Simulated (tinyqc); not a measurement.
What moves the results: propagation of a band-gap error through k.p and effective-mass formulas. A value that a table varies takes the place of the one given here.

Chain, for a gap E (the reference Eg or another value), with Ep and Dso kept: 1/me = 1 + Ep (E + 2 Dso/3)/(E (E + Dso)); g* = 2 - 2 Ep Dso/(3 E (E + Dso)); g1(E) = g1 + (Ep/3)(1/E - 1/Eg), g2(E) = g2 + (Ep/6)(1/E - 1/Eg), light hole 1/(g1 + 2 g2), heavy hole 1/(g1 - 2 g2) along [100]; optical constant ei(E) = 1 + (ei - 1)(EP/(EP + E - Eg))^2, static e0(E) = ei(E) + e0 - ei.

Donor: R = Ry me/e0^2, a_B = a0 e0/me, Mott density (0.26/a_B)^3. Nc, Nv = 2 (m kT/(4 pi c))^(3/2), c = hbar^2/2m0, ni = sqrt(Nc Nv) exp(-E/2kT). Exciton: Ry mu/e0^2 with 1/mu = 1/me + g1(E). 1 angstrom^-3 = 1e24 cm^-3.

Constants: Ry = 13.60569312 eV; a0 (Bohr radius) = 0.5291772105 angstrom; kB = 8.617333262e-05 eV/K; hbar^2/2m0 = 3.80998211 eV angstrom^2.

Inputs chosen for the exercise (reference values near those of GaSb, gap at low temperature; shifted at random, so the results belong to these values and not to a real crystal):
- Eg = 0.803 eV (gap at Gamma to the s-like level)
- Dso = 0.746 eV (spin-orbit splitting)
- Ep = 26.6 eV (Kane energy)
- g1 = 13.34 (Luttinger gamma1)
- g2 = 4.7 (gamma2)
- e0 = 15.93 (static dielectric constant)
- ei = 14.62 (optical dielectric constant)
- EP = 4.02 eV (mean (Penn) gap)
- mh = 0.38 m0 (density-of-states mass of the holes)
- T = 400 K (temperature)
- Eg2 = 1.365 eV (a wrong gap, of the size a hybrid with far too much exact exchange can give)

## The size of the error

E = f Eg; ratios against f = 1.

Results:
```
f     E (eV)  me ratio  light-hole ratio  e0 ratio  donor ratio  Mott ratio       g*  log10 ni ratio
0.25   0.201     0.292             0.256     1.328        0.166      0.0106  -67.605            3.39
0.40   0.321     0.447             0.407     1.249        0.286      0.0457  -36.593            2.77
0.60   0.482     0.640             0.607     1.155        0.480       0.170  -20.363            1.88
0.80   0.642     0.823             0.805     1.073        0.716       0.452  -12.832            0.95
1.00   0.803     1.000             1.000     1.000        1.000        1.00   -8.636            0.00
1.20   0.964     1.172             1.193     0.936        1.338        1.96   -6.030           -0.96
1.50   1.204     1.421             1.479     0.852        1.959        4.65   -3.631           -2.41
2.00   1.606     1.822             1.944     0.739        3.336        15.0   -1.502           -4.86
```

What does this show?

Between f = 0.8 and 1.2 the mean powers d ln(ratio)/d ln f are 0.87 for me, 0.97 for the light hole, -0.34 for e0, 1.54 for the donor energy and 3.62 for the Mott density; ni moves by -0.59 decades per 0.1 eV, against -0.1 eV/(2 kT ln 10) = -0.63 from the exponential alone, the rest coming from Nc through me^(3/4). Rows with E below about 8 kT bring ni near Nc, beyond Boltzmann statistics. g* keeps its sign, from -67.60 to -1.50.

## What each input does

All at E = Eg2. Each row changes one parameter from the base and keeps the others.

Results:
```
case            me (m0)  light hole (m0)     e0  donor (meV)  exciton (meV)  log10 ni
base             0.0550           0.0733  12.79        4.569          3.080     9.728
Eg2 = 1.474 eV   0.0587           0.0788  12.31        5.272          3.542     9.063
Dso = 0.806 eV   0.0553           0.0733  12.79        4.599          3.094     9.730
Ep = 24.472 eV   0.0595           0.0696  12.79        4.943          3.200     9.753
g1 = 12.273      0.0550           0.0795  12.79        4.569          3.207     9.728
EP = 3.698 eV    0.0550           0.0733  12.57        4.731          3.189     9.728
ei = 15.79       0.0550           0.0733  12.52        4.768          3.214     9.728
mh = 0.41 m0     0.0550           0.0733  12.79        4.569          3.080     9.753
T = 432 K        0.0550           0.0733  12.79        4.569          3.080    10.415
```

How do the results move?

The largest shifts from the base row, up to three for each result and ties (the steps differ in size, so this ranks the rows, not the parameters). me (m0): Ep +0.0045, Eg2 +0.0038, Dso +0.0004; unchanged at the printed digits by g1, EP, ei, mh and T. light hole (m0): g1 +0.0062, Eg2 +0.0055, Ep -0.0037; unchanged at the printed digits by Dso, EP, ei, mh and T. e0: Eg2 -0.48, ei -0.27, EP -0.22; unchanged at the printed digits by Dso, Ep, g1, mh and T. donor (meV): Eg2 +0.703, Ep +0.374, ei +0.199; unchanged at the printed digits by g1, mh and T. exciton (meV): Eg2 +0.462, ei +0.134, g1 +0.127; unchanged at the printed digits by mh and T. log10 ni: T +0.687, Eg2 -0.665, Ep +0.026; unchanged at the printed digits by g1, EP and ei.

tinyqc: `OMP_NUM_THREADS=1 python tinyqc.py 1880044 1880045 out.jsonl`; about 0.01 s, one thread, shared Intel(R) Xeon(R) Processor @ 2.30GHz.
